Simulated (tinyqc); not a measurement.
Inside a calculation. Model: a discretised effective-mass wire between two leads, recursive Green functions.

Numbers from tinyqc (`OMP_NUM_THREADS=1 python tinyqc.py 2660005 2660006 out.jsonl`; about 0.02 s on one thread of a shared Intel Xeon 2.30GHz). Printed values are rounded.

Finite differences on a grid of step a give a chain with hopping -t, t = C/(m a^2), C = hbar^2/(2 m0), and site energies 2 t + U_i for the N = 8 sites of the device; the semi-infinite leads have site energy 2 t. Each slice is one site, and V = -t couples neighbouring slices.

Values chosen for this exercise:
```
symbol                                             value  unit                                    meaning
m                                                  0.068    m0                             effective mass
a                                                   0.92    nm                                  grid step
U       [0, 0.167, 0.278, 0.333, 0.333, 0.278, 0.167, 0]    eV              potential on the sites 1 to N
E                                                  0.099    eV  energy above the band bottom of the leads
```

Constants: q = 1.602176634e-19 C, hbar = 1.054571817e-34 J s, h = 6.62607015e-34 J s, m0 = 9.1093837015e-31 kg, hbar^2/(2 m0) = 0.0380998212 eV nm^2. Results are converted to the units shown.

## Self-energy of the leads

Sigma = t^2 g(E - 2 t), g(x) = (x - i sqrt(4 t^2 - x^2))/(2 t^2) for |x| < 2 t and (x - sign(x) sqrt(x^2 - 4 t^2))/(2 t^2) otherwise; Gamma = i (Sigma - Sigma^dagger); both leads give the same.

t = 0.661970 eV
Sigma = -0.612470-0.251167i eV
Gamma = 0.502334 eV
open modes = 1

## Forward pass

Forward pass: g_1 = (E - H_1 - Sigma)^(-1), g_i = (E - H_i - V g_(i-1) V^dagger)^(-1), with Sigma also subtracted on the last slice; G_(i,1) = g_i V G_(i-1,1), starting from g_1. H_i is the block of slice i, its site energy.

| site | g_i (1/eV) | G_(i,1) of the forward pass (1/eV) |
|---|---|---|
| 1 | -1.39768-0.57317i | -1.39768-0.57317i |
| 2 | -1.16225-0.37451i | -0.93324-0.78749i |
| 3 | -0.97968-0.16181i | -0.52087-0.61066i |
| 4 | -0.88254-0.05544i | -0.28189-0.37587i |
| 5 | -0.85345-0.01770i | -0.15485-0.21566i |
| 6 | -0.88573-0.00609i | -0.08993-0.12707i |
| 7 | -0.99620-0.00265i | -0.05908-0.08395i |
| 8 | -1.85933-2.66672i | 0.07549-0.20762i |

## Transmission

G_(N,1) = 0.075488-0.207624i 1/eV

T(E) = Tr[Gamma G_(N,1) Gamma G_(N,1)^dagger]. Conductance (2 q^2/h) T(E).

T(E) = 0.0123157
conductance = 0.954232 uS

Inverting the whole matrix gives the same value.

## Backward pass

Backward pass: G_NN = g_N, G_ii = g_i + g_i V^dagger G_(i+1,i+1) V g_i; local density of states -Im G_ii/pi on each site.

| site | G_ii (1/eV) | local density of states (1/eV) |
|---|---|---|
| 1 | -1.85933-2.66672i | 0.848845 |
| 2 | -1.79862-1.16664i | 0.371353 |
| 3 | -1.49853-0.41564i | 0.132301 |
| 4 | -1.32604-0.17015i | 0.054161 |
| 5 | -1.32604-0.17015i | 0.054161 |
| 6 | -1.49853-0.41564i | 0.132301 |
| 7 | -1.79862-1.16664i | 0.371353 |
| 8 | -1.85933-2.66672i | 0.848845 |

A site of an infinite clean chain has 1/(pi sqrt(4 t^2 - x^2)) = 0.634 1/eV at this energy (x counted from the band centre); the device goes from 0.0542 (site 5) to 0.849 (site 1).

## States fed from the left, and the bond current

The full first column follows backwards from c_N = G_(N,1): c_i = G_(i,1)(forward) + g_i V^dagger c_(i+1). The density of states fed by the left lead is Gamma |c_i|^2/(2 pi), and the current on bond i is 2 t Gamma Im(c_(i+1) conj(c_i)) in units of T(E).

| site | c_i (1/eV) | density fed from the left (1/eV) |
|---|---|---|
| 1 | -1.85933-2.66672i | 0.844943 |
| 2 | -1.22147-1.76184i | 0.367451 |
| 3 | -0.70909-1.03794i | 0.126329 |
| 4 | -0.38844-0.59470i | 0.040339 |
| 5 | -0.20511-0.36169i | 0.013822 |
| 6 | -0.09427-0.25653i | 0.005972 |
| 7 | -0.00893-0.22074i | 0.003902 |
| 8 | 0.07549-0.20762i | 0.003902 |

| bond | bond current |
|---|---|
| 1 | 0.0123157 |
| 2 | 0.0123157 |
| 3 | 0.0123157 |
| 4 | 0.0123157 |
| 5 | 0.0123157 |
| 6 | 0.0123157 |
| 7 | 0.0123157 |

The bond current is the same on every bond and equals T(E): the current is conserved.
